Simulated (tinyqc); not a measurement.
# Which input was changed?

Model: longitudinal sound in a periodic multilayer: transfer matrices, stop bands and folded phonons. Computed by tinyqc, a small Python program. Command: `OMP_NUM_THREADS=1 python tinyqc.py 3004306 3004307 out.jsonl multilayer which`. One thread of a shared host (Intel(R) Xeon(R) Processor @ 2.30GHz), about 0.04 s of CPU time with the checks.

Layers 1 and 2 repeat with period d = d_1 + d_2; waves travel normal to the layers, without loss. State vector (u, s): displacement u and stress divided by omega. Impedances Z = rho v are in 1e6 kg/(m^2 s).

Inputs (values chosen for the exercise, modelled on aluminium (layer 1), tungsten (layer 2) and gallium arsenide (substrate)): density rho_1 = 2.67 g/cm^3; velocity v_1 = 6380 m/s; thickness d_1 = 862 nm; density rho_2 = 19.5 g/cm^3; velocity v_2 = 5270 m/s; thickness d_2 = 701 nm; substrate density = 5.25 g/cm^3; substrate velocity = 4680 m/s; periods N = 3.

Method:
- Z = rho v; interface reflection r = (Z_2 - Z_1)/(Z_2 + Z_1) (stress amplitude, from 1 into 2); Bragg frequency f_B = 1/[2 (d_1/v_1 + d_2/v_2)]; long-wave velocity v_eff = d/sqrt[(d_1/v_1)^2 + (d_2/v_2)^2 + (Z_1/Z_2 + Z_2/Z_1)(d_1/v_1)(d_2/v_2)].
- A layer maps (u, s) by [[cos p, sin p/Z], [-Z sin p, cos p]], p = 2 pi f d_i/v_i; one period is M = M_2 M_1, and cos(q d) = trace(M)/2.
- For N periods A = M^N. A wave comes from a thick layer of material 1 and leaves into the substrate (Z_s): transmitted power T = 4 Z_1 Z_s/|Z_1 A_22 + Z_s A_11 - i (Z_1 Z_s A_12 - A_21)|^2, reflected power R = 1 - T.
- Gap m contains m f_B; its edges, where trace(M)/2 = (-1)^m, are found by root search. Weak-contrast estimate of the width: (4 f_B/pi) |r sin(m pi a)|, a = (d_1/v_1)/(d_1/v_1 + d_2/v_2).

Task: One of these inputs alone was changed, within the range given: thickness d_1 (431 to 1724); density rho_2 (9.75 to 39); thickness d_2 (350.5 to 1402); substrate density (2.625 to 10.5). Which one, and to what value?

Results:
```
run     lower edge (GHz)  transmitted power at f_B  width/f_B (%)
before         0.9180449              1.197493e-04       101.5291
after          0.8431817              1.263650e-04       100.3827
```

Result:

Each candidate set to reproduce lower edge, and what it then gives:
```
candidate                   range searched  value needed  transmitted power at f_B  width/f_B (%)
thickness d_1 (nm)             431 to 1724          1020                1.2941e-04          99.89
density rho_2 (g/cm^3)          9.75 to 39         23.50                3.9047e-05         109.56
thickness d_2 (nm)           350.5 to 1402         830.0                1.2637e-04         100.38
substrate density (g/cm^3)   2.625 to 10.5     no effect                         -              -
```

Only thickness d_2 fits every result: it went from 701 to 830 nm. The next best candidate, thickness d_1, misses one result by 2.4 %.
